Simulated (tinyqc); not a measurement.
MP2 on RHF in the sto-3g basis, for H6, spin multiplicity 1, step by step. Computed by tinyqc, a small Python program that keeps every step (integrals from PySCF). Settings: charge = 0, multiplicity = 1, basis = sto-3g, method = RHF, energy threshold = 1e-10, iteration cap = 86, orthogonalisation = symmetric, start = Wolfsberg-Helmholz matrix, DIIS depth = 6. Command: `OMP_NUM_THREADS=1 python tinyqc.py 28491 28492 out.jsonl` (the two numbers bound the seeds that draw the settings). One thread of a shared host (Intel(R) Xeon(R) Processor @ 2.60GHz), about 0.08 s of CPU time with the checks. The early iterations of the SCF are left out here.

## One-electron integrals

Geometry (angstrom):
```
atom       x       y       z
H     0.0000  0.0000  0.0000
H     0.0000  0.0000  0.7470
H     0.0000  0.0000  2.1020
H     0.0000  0.0000  2.8490
H     0.0000  0.0000  4.2040
H     0.0000  0.0000  4.9510
```

Basis sto-3g: exponents (1/bohr^2) and contraction coefficients of normalised primitives:
```
element  l (shell)  exponent  coefficient
H            s (1)    3.4253       0.1543
H            s (1)    0.6239       0.5353
H            s (1)    0.1689       0.4446
```

Overlap, kinetic and nuclear-attraction integrals over the contracted functions; the nuclear repulsion is the sum of Za Zb / Rab.

nuclear repulsion = 4.796470 hartree

overlap S, order 1H 1s, 2H 1s, 3H 1s, 4H 1s, 5H 1s, 6H 1s:
```
[[1.0000, 0.6553, 0.1006, 0.0250, 0.0010, 0.0001],
 [0.6553, 1.0000, 0.3147, 0.1006, 0.0066, 0.0010],
 [0.1006, 0.3147, 1.0000, 0.6553, 0.1006, 0.0250],
 [0.0250, 0.1006, 0.6553, 1.0000, 0.3147, 0.1006],
 [0.0010, 0.0066, 0.1006, 0.3147, 1.0000, 0.6553],
 [0.0001, 0.0010, 0.0250, 0.1006, 0.6553, 1.0000]]
```

kinetic energy T (hartree), order 1H 1s, 2H 1s, 3H 1s, 4H 1s, 5H 1s, 6H 1s:
```
[[0.7600, 0.2328, -0.0110, -0.0079, -0.0008, -0.0001],
 [0.2328, 0.7600, 0.0255, -0.0110, -0.0033, -0.0008],
 [-0.0110, 0.0255, 0.7600, 0.2328, -0.0110, -0.0079],
 [-0.0079, -0.0110, 0.2328, 0.7600, 0.0255, -0.0110],
 [-0.0008, -0.0033, -0.0110, 0.0255, 0.7600, 0.2328],
 [-0.0001, -0.0008, -0.0079, -0.0110, 0.2328, 0.7600]]
```

nuclear attraction V (hartree), order 1H 1s, 2H 1s, 3H 1s, 4H 1s, 5H 1s, 6H 1s:
```
[[-2.5467, -1.6933, -0.2385, -0.0586, -0.0024, -0.0003],
 [-1.6933, -2.7947, -0.7813, -0.2476, -0.0154, -0.0024],
 [-0.2385, -0.7813, -2.9532, -1.8696, -0.2476, -0.0586],
 [-0.0586, -0.2476, -1.8696, -2.9532, -0.7813, -0.2385],
 [-0.0024, -0.0154, -0.2476, -0.7813, -2.7947, -1.6933],
 [-0.0003, -0.0024, -0.0586, -0.2385, -1.6933, -2.5467]]
```

core Hamiltonian H = T + V (hartree), order 1H 1s, 2H 1s, 3H 1s, 4H 1s, 5H 1s, 6H 1s:
```
[[-1.7866, -1.4605, -0.2496, -0.0666, -0.0031, -0.0004],
 [-1.4605, -2.0347, -0.7558, -0.2586, -0.0188, -0.0031],
 [-0.2496, -0.7558, -2.1932, -1.6368, -0.2586, -0.0666],
 [-0.0666, -0.2586, -1.6368, -2.1932, -0.7558, -0.2496],
 [-0.0031, -0.0188, -0.2586, -0.7558, -2.0347, -1.4605],
 [-0.0004, -0.0031, -0.0666, -0.2496, -1.4605, -1.7866]]
```

## Two-electron integrals

Functions are numbered as in S; the eight-fold symmetry (ij|kl) = (ji|kl) = (kl|ij) leaves the list below.

Two-electron integrals (ij|kl) in chemists' order, unique and non-zero (hartree):
```
(11|11) 0.7746     (21|11) 0.4406     (21|21) 0.2930     (22|11) 0.5674
(22|21) 0.4406     (22|22) 0.7746     (31|11) 0.0459     (31|21) 0.0339
(31|22) 0.0577     (31|31) 0.0051     (32|11) 0.1160     (32|21) 0.0937
(32|22) 0.1760     (32|31) 0.0166     (32|32) 0.0581     (33|11) 0.2512
(33|21) 0.2000     (33|22) 0.3781     (33|31) 0.0459     (33|32) 0.1760
(33|33) 0.7746     (41|11) 0.0093     (41|21) 0.0071     (41|22) 0.0126
(41|31) 0.0012     (41|32) 0.0040     (41|33) 0.0126     (41|41) 2.91e-04
(42|11) 0.0307     (42|21) 0.0246     (42|22) 0.0459     (42|31) 0.0047
(42|32) 0.0166     (42|33) 0.0577     (42|41) 0.0012     (42|42) 0.0051
(43|11) 0.1406     (43|21) 0.1090     (43|22) 0.2000     (43|31) 0.0246
(43|32) 0.0937     (43|33) 0.4406     (43|41) 0.0071     (43|42) 0.0339
(43|43) 0.2930     (44|11) 0.1857     (44|21) 0.1406     (44|22) 0.2512
(44|31) 0.0307     (44|32) 0.1160     (44|33) 0.5674     (44|41) 0.0093
(44|42) 0.0459     (44|43) 0.4406     (44|44) 0.7746     (51|11) 2.67e-04
(51|21) 2.09e-04   (51|22) 3.83e-04   (51|31) 4.17e-05   (51|32) 1.51e-04
(51|33) 0.0006     (51|41) 1.11e-05   (51|42) 4.91e-05   (51|43) 3.49e-04
(51|44) 4.94e-04   (51|51) 4.90e-07   (52|11) 0.0015     (52|21) 0.0011
(52|22) 0.0021     (52|31) 2.36e-04   (52|32) 0.0009     (52|33) 0.0035
(52|41) 6.51e-05   (52|42) 2.96e-04   (52|43) 0.0023     (52|44) 0.0035
(52|51) 3.06e-06   (52|52) 2.00e-05   (53|11) 0.0172     (53|21) 0.0129
(53|22) 0.0228     (53|31) 0.0027     (53|32) 0.0101     (53|33) 0.0459
(53|41) 0.0008     (53|42) 0.0038     (53|43) 0.0339     (53|44) 0.0577
(53|51) 4.17e-05   (53|52) 2.96e-04   (53|53) 0.0051     (54|11) 0.0476
(54|21) 0.0350     (54|22) 0.0606     (54|31) 0.0071     (54|32) 0.0258
(54|33) 0.1160     (54|41) 0.0021     (54|42) 0.0101     (54|43) 0.0937
(54|44) 0.1760     (54|51) 1.15e-04   (54|52) 0.0009     (54|53) 0.0166
(54|54) 0.0581     (55|11) 0.1259     (55|21) 0.0907     (55|22) 0.1531
(55|31) 0.0172     (55|32) 0.0606     (55|33) 0.2512     (55|41) 0.0049
(55|42) 0.0228     (55|43) 0.2000     (55|44) 0.3781     (55|51) 2.67e-04
(55|52) 0.0021     (55|53) 0.0459     (55|54) 0.1760     (55|55) 0.7746
(61|11) 2.70e-05   (61|21) 2.08e-05   (61|22) 3.77e-05   (61|31) 4.35e-06
(61|32) 1.60e-05   (61|33) 6.62e-05   (61|41) 1.21e-06   (61|42) 5.56e-06
(61|43) 4.38e-05   (61|44) 6.62e-05   (61|51) 5.78e-08   (61|52) 3.77e-07
(61|53) 5.56e-06   (61|54) 1.60e-05   (61|55) 3.77e-05   (61|61) 7.17e-09
(62|11) 1.97e-04   (62|21) 1.49e-04   (62|22) 2.67e-04   (62|31) 3.12e-05
(62|32) 1.15e-04   (62|33) 4.94e-04   (62|41) 8.92e-06   (62|42) 4.17e-05
(62|43) 3.49e-04   (62|44) 0.0006     (62|51) 4.47e-07   (62|52) 3.06e-06
(62|53) 4.91e-05   (62|54) 1.51e-04   (62|55) 3.83e-04   (62|61) 5.78e-08
(62|62) 4.90e-07   (63|11) 0.0038     (63|21) 0.0028     (63|22) 0.0049
(63|31) 0.0006     (63|32) 0.0021     (63|33) 0.0093     (63|41) 1.68e-04
(63|42) 0.0008     (63|43) 0.0071     (63|44) 0.0126     (63|51) 8.92e-06
(63|52) 6.51e-05   (63|53) 0.0012     (63|54) 0.0040     (63|55) 0.0126
(63|61) 1.21e-06   (63|62) 1.11e-05   (63|63) 2.91e-04   (64|11) 0.0138
(64|21) 0.0101     (64|22) 0.0172     (64|31) 0.0020     (64|32) 0.0071
(64|33) 0.0307     (64|41) 0.0006     (64|42) 0.0027     (64|43) 0.0246
(64|44) 0.0459     (64|51) 3.12e-05   (64|52) 2.36e-04   (64|53) 0.0047
(64|54) 0.0166     (64|55) 0.0577     (64|61) 4.35e-06   (64|62) 4.17e-05
(64|63) 0.0012     (64|64) 0.0051     (65|11) 0.0759     (65|21) 0.0542
(65|22) 0.0907     (65|31) 0.0101     (65|32) 0.0350     (65|33) 0.1406
(65|41) 0.0028     (65|42) 0.0129     (65|43) 0.1090     (65|44) 0.2000
(65|51) 1.49e-04   (65|52) 0.0011     (65|53) 0.0246     (65|54) 0.0937
(65|55) 0.4406     (65|61) 2.08e-05   (65|62) 2.09e-04   (65|63) 0.0071
(65|64) 0.0339     (65|65) 0.2930     (66|11) 0.1069     (66|21) 0.0759
(66|22) 0.1259     (66|31) 0.0138     (66|32) 0.0476     (66|33) 0.1857
(66|41) 0.0038     (66|42) 0.0172     (66|43) 0.1406     (66|44) 0.2512
(66|51) 1.97e-04   (66|52) 0.0015     (66|53) 0.0307     (66|54) 0.1160
(66|55) 0.5674     (66|61) 2.70e-05   (66|62) 2.67e-04   (66|63) 0.0093
(66|64) 0.0459     (66|65) 0.4406     (66|66) 0.7746
```

## Orthogonalisation

S = U s U^T; symmetric (Loewdin) form X = U s^(-1/2) U^T, so that X^T S X = 1.

eigenvalues of S: [0.2295, 0.3133, 0.4261, 1.2960, 1.6823, 2.0528]

X, order 1H 1s, 2H 1s, 3H 1s, 4H 1s, 5H 1s, 6H 1s:
```
[[1.2483, -0.4849, 0.0615, -0.0184, 0.0018, -0.0006],
 [-0.4849, 1.3098, -0.2425, 0.0635, -0.0054, 0.0018],
 [0.0615, -0.2425, 1.3185, -0.5079, 0.0635, -0.0184],
 [-0.0184, 0.0635, -0.5079, 1.3185, -0.2425, 0.0615],
 [0.0018, -0.0054, 0.0635, -0.2425, 1.3098, -0.4849],
 [-0.0006, 0.0018, -0.0184, 0.0615, -0.4849, 1.2483]]
```

## Starting guess

The start is the generalised Wolfsberg-Helmholz matrix (K = 1.75) built on H; D = 2 C_occ C_occ^T.

D at the start, order 1H 1s, 2H 1s, 3H 1s, 4H 1s, 5H 1s, 6H 1s:
```
[[0.5338, 0.5904, -0.0932, -0.2390, 0.0320, 0.1021],
 [0.5904, 0.6945, 0.0544, -0.1343, -0.0280, 0.0320],
 [-0.0932, 0.0544, 0.6366, 0.5873, -0.1343, -0.2390],
 [-0.2390, -0.1343, 0.5873, 0.6366, 0.0544, -0.0932],
 [0.0320, -0.0280, -0.1343, 0.0544, 0.6945, 0.5904],
 [0.1021, 0.0320, -0.2390, -0.0932, 0.5904, 0.5338]]
```

## Iteration 6 (converged): orbitals

converged F (hartree), order 1H 1s, 2H 1s, 3H 1s, 4H 1s, 5H 1s, 6H 1s:
```
[[-0.3647, -0.5963, -0.1222, -0.0261, -0.0005, -0.0019],
 [-0.5963, -0.3973, -0.2563, -0.1223, -0.0110, -0.0005],
 [-0.1222, -0.2563, -0.4017, -0.6030, -0.1223, -0.0261],
 [-0.0261, -0.1223, -0.6030, -0.4017, -0.2563, -0.1222],
 [-0.0005, -0.0110, -0.1223, -0.2563, -0.3973, -0.5963],
 [-0.0019, -0.0005, -0.0261, -0.1222, -0.5963, -0.3647]]
```

Diagonalise F' = X^T F X, C = X C', fill 3 alpha and 3 beta electrons from the bottom; D = 2 C_occ C_occ^T. Each column has its largest component positive (the first on a tie).

F' = X^T F X (hartree):
```
[[0.0555, -0.6463, 0.0727, -0.0164, 0.0039, -0.0040],
 [-0.6463, 0.0987, -0.2654, 0.0757, -0.0080, 0.0039],
 [0.0727, -0.2654, 0.1093, -0.6746, 0.0757, -0.0164],
 [-0.0164, 0.0757, -0.6746, 0.1093, -0.2654, 0.0727],
 [0.0039, -0.0080, 0.0757, -0.2654, 0.0987, -0.6463],
 [-0.0040, 0.0039, -0.0164, 0.0727, -0.6463, 0.0555]]
```

orbital energies (hartree): [-0.6716, -0.5905, -0.4891, 0.4634, 0.7375, 1.0771]

coefficients C, order 1H 1s, 2H 1s, 3H 1s, 4H 1s, 5H 1s, 6H 1s:
```
[[0.2087, 0.3743, -0.3556, -0.6488, -0.8521, 0.5834],
 [0.2579, 0.3934, -0.2905, 0.4921, 0.9125, -0.7957],
 [0.3657, 0.0550, 0.4198, 0.7144, -0.1885, 1.0975],
 [0.3657, -0.0550, 0.4198, -0.7144, -0.1885, -1.0975],
 [0.2579, -0.3934, -0.2905, -0.4921, 0.9125, 0.7957],
 [0.2087, -0.3743, -0.3556, 0.6488, -0.8521, -0.5834]]
```

D after iteration 6, order 1H 1s, 2H 1s, 3H 1s, 4H 1s, 5H 1s, 6H 1s:
```
[[0.6203, 0.6088, -0.1048, -0.1872, 0.0197, 0.0598],
 [0.6088, 0.6114, -0.0120, -0.0986, -0.0077, 0.0197],
 [-0.1048, -0.0120, 0.6260, 0.6139, -0.0986, -0.1872],
 [-0.1872, -0.0986, 0.6139, 0.6260, -0.0120, -0.1048],
 [0.0197, -0.0077, -0.0986, -0.0120, 0.6114, 0.6088],
 [0.0598, 0.0197, -0.1872, -0.1048, 0.6088, 0.6203]]
```

## Convergence

Stop when the energy changes by less than 1e-10 hartree and every element of the error matrix X^T (F D S - S D F) X is below 3e-06.

Course of the cycle:
```
iteration  E (hartree)     change  largest element of the error matrix
1            -3.305085          -                             7.61e-02
2            -3.316303  -1.12e-02                             1.18e-02
3            -3.316643  -3.40e-04                             1.45e-03
4            -3.316648  -4.42e-06                             1.07e-05
5            -3.316648  -1.35e-10                             4.11e-07
6            -3.316648  -4.92e-13                             4.77e-08
```

PySCF RHF in the same basis = -3.316648 hartree

Converged in 6 iterations.

## Populations, bond orders and dipole

Mulliken: Z minus the diagonal of D S on the atom; Loewdin: the same with S^(1/2) D S^(1/2); Mayer order: 2 sum_s sum (D(s) S)_ij (D(s) S)_ji over the two atoms.

Charges (e):
```
atom  Mulliken  Loewdin
1H     -0.0040  -0.0123
2H      0.0033   0.0115
3H      0.0007   0.0007
4H      0.0007   0.0007
5H      0.0033   0.0115
6H     -0.0040  -0.0123
```

Mayer bond orders:
```
pair      order
2-1      0.9693
3-1     -0.0010
3-2      0.0313
4-1      0.0291
4-2     -0.0010
4-3      0.9417
5-1   -3.01e-05
5-2    5.00e-04
5-3     -0.0010
5-4      0.0313
6-1      0.0027
6-2   -3.01e-05
6-3      0.0291
6-4     -0.0010
6-5      0.9693
```

dipole moment about the origin, x y z (debye): [0.0000, 0.0000, 0.0000]

## Integrals over molecular orbitals

(pq|rs) = sum C_ip C_jq C_kr C_ls (ij|kl), one index at a time.

one-electron integrals over orbitals h = C^T H C (hartree):
```
[[-2.2474, 0.0000, -0.1343, 0.0000, -0.0735, 0.0000],
 [0.0000, -2.0447, 0.0000, -0.1407, 0.0000, 0.0663],
 [-0.1343, 0.0000, -2.0698, 0.0000, 0.1327, 0.0000],
 [0.0000, -0.1407, 0.0000, -1.5466, 0.0000, -0.1467],
 [-0.0735, 0.0000, 0.1327, 0.0000, -1.2398, 0.0000],
 [0.0000, 0.0663, 0.0000, -0.1467, 0.0000, -1.1349]]
```

Two-electron integrals over orbitals (pq|rs), unique and non-zero (hartree):
```
(11|11) 0.4102     (21|21) 0.1308     (22|11) 0.3246     (22|22) 0.3977
(31|11) 0.0821     (31|22) -0.0665    (31|31) 0.1401     (32|21) -0.1327
(32|32) 0.1487     (33|11) 0.3937     (33|22) 0.3434     (33|31) 0.0524
(33|33) 0.3953     (41|21) 0.0298     (41|32) 3.39e-04   (41|41) 0.0784
(42|11) 0.0463     (42|22) -0.0061    (42|31) 0.0437     (42|33) 0.0165
(42|42) 0.0634     (43|21) 0.0520     (43|32) -0.0510    (43|41) 0.0161
(43|43) 0.0673     (44|11) 0.3880     (44|22) 0.3408     (44|31) 0.0462
(44|33) 0.3808     (44|42) 0.0236     (44|44) 0.3939     (51|11) 0.0087
(51|22) 0.0223     (51|31) -0.0182    (51|33) -0.0066    (51|42) 0.0408
(51|44) 0.0023     (51|51) 0.0459     (52|21) 0.0151     (52|32) 0.0054
(52|41) 0.0545     (52|43) -0.0383    (52|52) 0.0877     (53|11) -0.0562
(53|22) -0.0010    (53|31) -0.0483    (53|33) -0.0313    (53|42) -0.0608
(53|44) -0.0263    (53|51) -0.0366    (53|53) 0.0651     (54|21) 0.1317
(54|32) -0.1421    (54|41) 0.0074     (54|43) 0.0524     (54|52) -0.0036
(54|54) 0.1526     (55|11) 0.3367     (55|22) 0.3988     (55|31) -0.0562
(55|33) 0.3525     (55|42) -0.0016    (55|44) 0.3613     (55|51) 0.0231
(55|53) -0.0031    (55|55) 0.4222     (61|21) 0.0023     (61|32) 0.0095
(61|41) 0.0281     (61|43) 0.0526     (61|52) -0.0311    (61|54) -0.0066
(61|61) 0.0650     (62|11) -0.0163    (62|22) -0.0290    (62|31) 0.0155
(62|33) -0.0057    (62|42) -0.0382    (62|44) -0.0037    (62|51) -0.0426
(62|53) 0.0400     (62|55) -0.0281    (62|62) 0.0446     (63|21) 0.0351
(63|32) -0.0089    (63|41) 0.0763     (63|43) 0.0192     (63|52) 0.0545
(63|54) 0.0084     (63|61) 0.0287     (63|63) 0.0821     (64|11) 0.0832
(64|22) -0.0585    (64|31) 0.1332     (64|33) 0.0531     (64|42) 0.0455
(64|44) 0.0514     (64|51) -0.0150    (64|53) -0.0486    (64|55) -0.0596
(64|62) 0.0143     (64|64) 0.1425     (65|21) -0.1324    (65|32) 0.1353
(65|41) -0.0315    (65|43) -0.0549    (65|52) -0.0160    (65|54) -0.1415
(65|61) -0.0038    (65|63) -0.0392    (65|65) 0.1473     (66|11) 0.4369
(66|22) 0.3440     (66|31) 0.0900     (66|33) 0.4209     (66|42) 0.0525
(66|44) 0.4246     (66|51) 0.0105     (66|53) -0.0639    (66|55) 0.3675
(66|62) -0.0191    (66|64) 0.0980     (66|66) 0.4908
```

## Second-order Moller-Plesset energy

Hartree-Fock energy = -3.316648 hartree

E2 = sum_ijab (ia|jb) [2 (ia|jb) - (ib|ja)] / (e_i + e_j - e_a - e_b) over occupied i, j and virtual a, b; the opposite-spin part is (ia|jb)^2 / denominator, the rest is same-spin, and SCS-MP2 scales them by 6/5 and 1/3.

Terms (the 40 largest of 41):
```
i  j  a  b  (ia|jb)  (ib|ja)  denominator       term
2  2  5  5   0.0877   0.0877      -2.6560    -0.0029
1  3  4  6   0.0763   0.0526      -2.7012    -0.0028
3  1  6  4   0.0763   0.0526      -2.7012    -0.0028
1  1  4  4   0.0784   0.0784      -2.2699    -0.0027
3  3  4  4   0.0673   0.0673      -1.9050    -0.0024
2  3  4  5  -0.0608  -0.0383      -2.2805    -0.0022
3  2  5  4  -0.0608  -0.0383      -2.2805    -0.0022
3  3  6  6   0.0821   0.0821      -3.1325    -0.0021
2  2  4  4   0.0634   0.0634      -2.1078    -0.0019
3  3  5  5   0.0651   0.0651      -2.4533    -0.0017
1  2  4  5   0.0545   0.0408      -2.4630    -0.0015
2  1  5  4   0.0545   0.0408      -2.4630    -0.0015
3  2  6  5   0.0545   0.0400      -2.8943    -0.0013
2  3  5  6   0.0545   0.0400      -2.8943    -0.0013
1  1  6  6   0.0650   0.0650      -3.4973    -0.0012
2  1  6  5  -0.0426  -0.0311      -3.0767    -0.0008
1  2  5  6  -0.0426  -0.0311      -3.0767    -0.0008
1  1  5  5   0.0459   0.0459      -2.8182    -0.0007
2  2  6  6   0.0446   0.0446      -3.3352    -0.0006
3  1  4  6   0.0526   0.0763      -2.7012    -0.0006
1  3  6  4   0.0526   0.0763      -2.7012    -0.0006
2  2  4  6  -0.0382  -0.0382      -2.7215    -0.0005
2  2  6  4  -0.0382  -0.0382      -2.7215    -0.0005
3  1  5  5  -0.0366  -0.0366      -2.6357    -0.0005
1  3  5  5  -0.0366  -0.0366      -2.6357    -0.0005
2  1  4  5   0.0408   0.0545      -2.4630  -4.50e-04
1  2  5  4   0.0408   0.0545      -2.4630  -4.50e-04
2  3  6  5   0.0400   0.0545      -2.8943  -3.52e-04
3  2  5  6   0.0400   0.0545      -2.8943  -3.52e-04
1  1  4  6   0.0281   0.0281      -2.8836  -2.74e-04
1  1  6  4   0.0281   0.0281      -2.8836  -2.74e-04
2  3  5  4  -0.0383  -0.0608      -2.2805  -2.66e-04
3  2  4  5  -0.0383  -0.0608      -2.2805  -2.66e-04
1  3  6  6   0.0287   0.0287      -3.3149  -2.49e-04
3  1  6  6   0.0287   0.0287      -3.3149  -2.49e-04
1  2  6  5  -0.0311  -0.0426      -3.0767  -1.98e-04
2  1  5  6  -0.0311  -0.0426      -3.0767  -1.98e-04
3  3  4  6   0.0192   0.0192      -2.5187  -1.46e-04
3  3  6  4   0.0192   0.0192      -2.5187  -1.46e-04
1  3  4  4   0.0161   0.0161      -2.0875  -1.24e-04
```

Pair energies (hartree; pair i-j sums ij and ji):
```
pair  opposite spin  same spin
1-1         -0.0052          0
2-1         -0.0056  -2.38e-04
2-2         -0.0065     0.0000
3-1         -0.0081  -4.16e-04
3-2         -0.0077    -0.0006
3-3         -0.0065          0
```

MP2 correlation energy = -0.040867 hartree

SCS-MP2 correlation energy = -0.047963 hartree

MP2 total energy = -3.357515 hartree
